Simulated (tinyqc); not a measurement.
# Octagonal on-chip spiral inductor, lumped pi model: what changes with what

Outer diameter do = di + 2 n wd + 2 (n - 1) sp, mean da = (do + di)/2, fill p = (do - di)/(do + di), length l = 3.314 n da. L = 2.25 mu0 n^2 da/(1 + 3.55 p), mu0 = 4 pi 1e-7 H/m. Rs = rho l/(wd delta (1 - exp(-th/delta))), delta = sqrt(rho/(pi f mu0)). Cs = n wd^2 eps0 eo/hu across the coil. At each end Cox = l wd eps0 eo/(2 ho) leads to the substrate branch Rsi = 2 rs he/(l wd) in parallel with Csi = l wd eps0 11.7/(2 he). With one end grounded Y = 1/(Rs + i w L) + i w Cs + 1/[1/(i w Cox) + 1/(1/Rsi + i w Csi)], w = 2 pi f; Q = -Im Y/Re Y. Eddy currents in neighbouring turns and in the substrate are left out.

Inputs (values chosen for the exercise); values of the order met in silicon radio-frequency processes:
- n = 2.5 (number of turns)
- wd = 4 um (line width)
- sp = 2 um (space between turns)
- di = 40 um (inner diameter)
- th = 0.9 um (metal thickness)
- rho = 3 uohm cm (metal resistivity)
- ho = 8 um (oxide below the coil)
- hu = 1.4 um (oxide between coil and underpass)
- eo = 4.1 (relative permittivity of the oxide)
- rs = 10 ohm cm (substrate resistivity)
- he = 30 um (effective spreading depth in the substrate)
- f = 2.1 GHz (frequency)

Constants: eps0 = 8.8541878128e-12 F/m. Results are converted to the units shown.

Each table varies one quantity; the others keep the values above.

## Quality factor against frequency

Apparent inductance Im(1/Y)/w; share of the loss Re(substrate branch)/Re Y.

Quality factor against frequency:
```
f (GHz)	Rs (ohm)	w L/Rs	Q	apparent inductance (nH)	loss in the substrate (%)
2.3	4.640	1.559	1.558	0.5007	0.01610
3.7	4.928	2.362	2.357	0.5010	0.07247
6	5.315	3.551	3.529	0.5017	0.3060
9.8	5.842	5.277	5.184	0.5035	1.079
16	6.554	7.679	7.325	0.5079	3.068
26	7.514	10.89	9.689	0.5198	7.370
43	8.878	15.24	11.47	0.5564	16.03
70	10.69	20.60	10.55	0.6811	29.84
110	12.95	26.72	4.816	1.425	46.54
```

Q goes from 1.56 through a maximum of 11.5 (at f = 43 GHz among the rows listed) to 4.82; the exact peak is 11.6 at 49.3 GHz and Q reaches zero at the self-resonance, 135 GHz. The share of the substrate rises from 0.0161 to 46.5 %, and the apparent inductance ends at 2.85 times L. At the peak the substrate takes 19.4 % of the loss. For f = 70, 110 the coil is longer than 0.15 of a wavelength in the oxide, where one lumped section is rough.

## Effect of the oxide below the coil

Same model as above.

Peak Q and its frequency from a search over f; self-resonance where Im Y = 0; Q at the given f (negative beyond resonance).

The same in every row: L (nH) = 0.5006; do (um) = 66.00.

Result of one run:
```
ho (um)	peak Q	f of the peak (GHz)	self-resonance (GHz)	Q at f
15	13.37	58.94	148.6	1.438
```

What becomes of these results when the oxide below the coil ho is changed from 15 to 1 um, all else the same?

Result of the changed run:
```
ho (um)	peak Q	f of the peak (GHz)	self-resonance (GHz)	Q at f
1	8.882	35.70	115.2	1.433
```

The whole series:
```
ho (um)	peak Q	f of the peak (GHz)	self-resonance (GHz)	Q at f
1	8.882	35.70	115.2	1.433
2	9.345	37.96	118.6	1.434
3	9.781	40.11	121.9	1.436
5	10.58	44.08	127.7	1.437
7	11.28	47.67	132.8	1.437
10	12.18	52.42	139.5	1.437
15	13.37	58.94	148.6	1.438
```

As ho goes from 1 to 15, L stays at 0.501 nH, the peak Q rises from 8.88 to 13.4, its frequency rises from 35.7 to 58.9 GHz and the self-resonance rises from 115 to 149 GHz.

Computed by the program tinyqc: `OMP_NUM_THREADS=1 python tinyqc.py 2302044 2302045 out.jsonl`, one thread of a shared Intel Xeon 2.30GHz, about 0.01 s for the whole run.
